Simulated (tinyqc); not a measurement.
ROHF in the 6-31g basis, for H2-, spin multiplicity 2, step by step. The basis has no diffuse functions, so it cannot describe the extra electron: this is an exercise in the method, not the real anion. One step of it, computed by the program tinyqc.

Task: Iteration 1: Roothaan effective Fock matrix. With projectors Pc = D(beta) S, Po = (D(alpha) - D(beta)) S, Pv = 1 - D(alpha) S, the block xy is Px^T F Py; with Fc = (F(alpha) + F(beta))/2, the blocks are Fc for cc, oo, vv and cv, F(beta) for co and F(alpha) for ov.

F(alpha) (hartree):
```
           1H 1s      1H 2s      2H 1s      2H 2s
1H 1s   0.416791  -0.222196  -0.190306  -0.182385
1H 2s  -0.222196   0.035820  -0.182385  -0.037780
2H 1s  -0.190306  -0.182385   0.416791  -0.222196
2H 2s  -0.182385  -0.037780  -0.222196   0.035820
```

F(beta) (hartree):
```
           1H 1s      1H 2s      2H 1s      2H 2s
1H 1s   0.725396  -0.040728  -0.278072  -0.179840
1H 2s  -0.040728   0.173442  -0.179840   0.005417
2H 1s  -0.278072  -0.179840   0.725396  -0.040728
2H 2s  -0.179840   0.005417  -0.040728   0.173442
```

D(alpha) at the start:
```
           1H 1s      1H 2s      2H 1s      2H 2s
1H 1s   0.301126   0.433430  -0.013745  -0.235278
1H 2s   0.433430   0.778399  -0.235278  -0.641771
2H 1s  -0.013745  -0.235278   0.301126   0.433430
2H 2s  -0.235278  -0.641771   0.433430   0.778399
```

D(beta) at the start:
```
          1H 1s     1H 2s     2H 1s     2H 2s
1H 1s  0.143690  0.099076  0.143690  0.099076
1H 2s  0.099076  0.068314  0.099076  0.068314
2H 1s  0.143690  0.099076  0.143690  0.099076
2H 2s  0.099076  0.068314  0.099076  0.068314
```

overlap S:
```
          1H 1s     1H 2s     2H 1s     2H 2s
1H 1s  1.000000  0.658292  0.216681  0.388536
1H 2s  0.658292  1.000000  0.388536  0.723569
2H 1s  0.216681  0.388536  1.000000  0.658292
2H 2s  0.388536  0.723569  0.658292  1.000000
```

Give: effective F.

Result:

effective F (hartree):
```
         1H 1s    1H 2s    2H 1s    2H 2s
1H 1s   0.5496  -0.1332  -0.2127  -0.1794
1H 2s  -0.1332   0.1110  -0.1794  -0.0226
2H 1s  -0.2127  -0.1794   0.5496  -0.1332
2H 2s  -0.1794  -0.0226  -0.1332   0.1110
```
